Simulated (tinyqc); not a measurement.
Lifetime against injection: carrier lifetime from Shockley-Read-Hall, radiative, Auger and surface recombination. Computed by tinyqc, a small Python program. Command: `OMP_NUM_THREADS=1 python tinyqc.py 3001685 3001686 out.jsonl lifetime walk`. One thread of a shared host (Intel(R) Xeon(R) Processor @ 2.30GHz), about 0.02 s of CPU time with the checks.

Energies are counted from the top of the valence band. Boltzmann statistics, full ionisation, and equal excess densities of electrons and holes.

Inputs (values chosen for the exercise, for a model semiconductor):

| quantity | value | unit |
|---|---|---|
| gap E_g | 2.39 | eV |
| electron mass m_e | 0.22 | m_0 |
| valleys M_c | 1 | - |
| hole mass m_h | 0.665 | m_0 |
| temperature T | 350 | K |
| doping N | 1e+14 | cm^-3 |
| trap level E_t | 0.927 | eV |
| trap density N_t | 5.9e+13 | cm^-3 |
| electron cross-section sigma_n | 2.2e-15 | cm^2 |
| hole cross-section sigma_p | 3.6e-14 | cm^2 |
| radiative coefficient B | 8.9e-11 | cm^3/s |
| Auger coefficient C_n | 1.4e-30 | cm^6/s |
| Auger coefficient C_p | 4.7e-31 | cm^6/s |

Doping: n-type. Surface term: none.

Constants: m_0 = 9.1093837015e-31 kg; k_B = 1.380649e-23 J/K; h = 6.62607015e-34 J s; k_B = 8.617333262e-05 eV/K.

Method:
- N_c = 2 M_c (2 pi m_e k_B T/h^2)^(3/2) and N_v = 2 (2 pi m_h k_B T/h^2)^(3/2), masses in units of m_0.
- n_i = sqrt(N_c N_v) exp(-E_g/2 k_B T); majority density N/2 + sqrt(N^2/4 + n_i^2), minority density n_i^2 over it.
- v = sqrt(3 k_B T/m) with m_e or m_h; tau_n0 = 1/(sigma_n v_n N_t), tau_p0 = 1/(sigma_p v_p N_t); n1 = N_c exp(-(E_g - E_t)/k_B T), p1 = N_v exp(-E_t/k_B T).
- With n = n_0 + dn, p = p_0 + dn and U/dn = 1/tau: (n p - n_i^2)/dn = n_0 + p_0 + dn = s; 1/tau_SRH = s/[tau_p0 (n + n1) + tau_n0 (p + p1)]; 1/tau_rad = B s; 1/tau_Aug = (C_n n + C_p p) s; the rates add.
- Rows stop below half the smaller effective density of states.

N_c = 3.26307e+18 cm^-3

N_v = 1.71484e+19 cm^-3

n_0 = 1.00e+14 cm^-3

p_0 = 2.15459e-11 cm^-3

tau_p0 = 3.04344e-08 s

n1 = 0.00280126 cm^-3

tau_n0 = 2.86447e-07 s

p1 = 769152 cm^-3

Lifetimes (s):

| dn (cm^-3) | SRH | radiative | Auger | effective | radiative efficiency | fastest channel |
|---|---|---|---|---|---|---|
| 1.00e+10 | 3.0463e-08 | 1.1235e-04 | 7.1412e+01 | 3.0455e-08 | 2.7107e-04 | SRH |
| 1.00e+11 | 3.0721e-08 | 1.1225e-04 | 7.1262e+01 | 3.0712e-08 | 2.7361e-04 | SRH |
| 1.00e+12 | 3.3270e-08 | 1.1125e-04 | 6.9789e+01 | 3.3261e-08 | 2.9898e-04 | SRH |
| 1.00e+13 | 5.6475e-08 | 1.0215e-04 | 5.7284e+01 | 5.6444e-08 | 5.5259e-04 | SRH |
| 1.00e+14 | 1.7366e-07 | 5.6180e-05 | 1.5291e+01 | 1.7312e-07 | 3.0816e-03 | SRH |
| 1.00e+15 | 2.9084e-07 | 1.0215e-05 | 4.5228e-01 | 2.8279e-07 | 2.7685e-02 | SRH |
| 1.00e+16 | 3.1405e-07 | 1.1125e-06 | 5.2553e-03 | 2.4490e-07 | 2.2014e-01 | SRH |
| 1.00e+17 | 3.1660e-07 | 1.1225e-07 | 5.3383e-05 | 8.2739e-08 | 7.3711e-01 | radiative |
| 1.00e+18 | 3.1685e-07 | 1.1235e-08 | 5.3467e-07 | 1.0634e-08 | 9.4655e-01 | radiative |

What does the comparison show, and why?

tau_SRH goes from 3.05e-8 s at low injection (the minority capture time, 3.04e-8 s) to 3.17e-7 s in the last row; at high injection it tends to tau_n0 + tau_p0 = 3.17e-7 s. Ruling channel by row: SRH from 1e10, radiative from 1e17 cm^-3. Caution: the trap density is not small against the doping, so trapped charge breaks the equality of the excess densities.
